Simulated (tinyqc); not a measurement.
Inside a calculation: donors with valley-orbit split 1s states. Values are carried at full precision from step to step, so a last printed digit may differ when a step is redone from the rounded ones.

Each donor binds at most one electron, in any of its states. For a site s, W_s = sum over its states of g exp(E/kT), and the ionised share is 1/(1 + W_s exp(eta)), eta = (EF - Ec)/kT; n = Nc F_1/2(eta); neutrality n + NA = ND x (mean ionised share); holes are neglected. Nc from N = 2 (m kB T/(4 pi c))^(3/2) with c = hbar^2/2m0, in 1/angstrom^3; times 1e24 for 1/cm^3, m = md. F_j(eta) = (1/Gamma(j + 1)) integral_0^infinity x^j dx/(1 + exp(x - eta)), which tends to exp(eta) for eta << 0.

Constants: hbar^2/2m0 = 3.80998211 eV angstrom^2; kB = 8.617333262e-05 eV/K.

Inputs chosen for the exercise (near those of As in Si; not measured data):
- md = 1.063 m0 (density-of-states mass of the conduction band)
- E = (55.8, 35.2, 32.2) meV (binding energies of 1s(A1), 1s(T2), 1s(E))
- g = (2, 6, 4) (their degeneracies with spin)
- T = 200 K
- ND = 3.5e+16 1/cm^3 (donors)
- NA = 1.3e+16 1/cm^3 (compensating acceptors, all ionised)
- mu0 = 62 cm^2/(V s) (mobility at heavy doping)
- mu1 = 1344 cm^2/(V s) (mobility at light doping and 300 K)
- Nr = 8.6e+16 1/cm^3 (reference doping)
- de = 0.72 (doping exponent)
- ga = 2.3 (temperature exponent)

## Partition sums of the neutral donor

Give each term g exp(E/kT), W_s, and the effective degeneracy W_s exp(-E_ground/kT).

Nc = 1.4970e+19 1/cm^3

terms: 1s(A1) 50.95, 1s(T2) 46.25, 1s(E) 25.91

W_s: donor 123.11

effective degeneracy: donor 4.833

The ground state alone would give 2 and all states together 12; here the excited states hold 59 % of the bound electrons.

## Neutrality

Solve for eta.

eta = -6.747
n = 1.76e+16 1/cm^3

ionised share: donor 0.874

n is 0.799 of ND - NA.

## Mobility and resistivity

Mobility (Caughey-Thomas form): mu = mu0 + (mu1 (T/300)^(-ga) - mu0)/(1 + ((ND + NA)/Nr)^de); rho = 1/(e n mu), e = 1.602176634e-19 C.

Compare with full ionisation, n = ND - NA.

mu = 2085.5 cm^2/(V s)
rho = 0.170 ohm cm
rho at full ionisation = 0.136 ohm cm

Incomplete ionisation raises rho by a factor 1.25.

## Checks

- n at ND = 1e13 1/cm^3 against the root of n^2 = (Nc/W)(ND - n) (1/cm^3): both 9.999e+12.

tinyqc: `OMP_NUM_THREADS=1 python tinyqc.py 1652420 1652421 out.jsonl`; about 0.01 s, one thread, shared Intel(R) Xeon(R) Processor @ 2.30GHz.
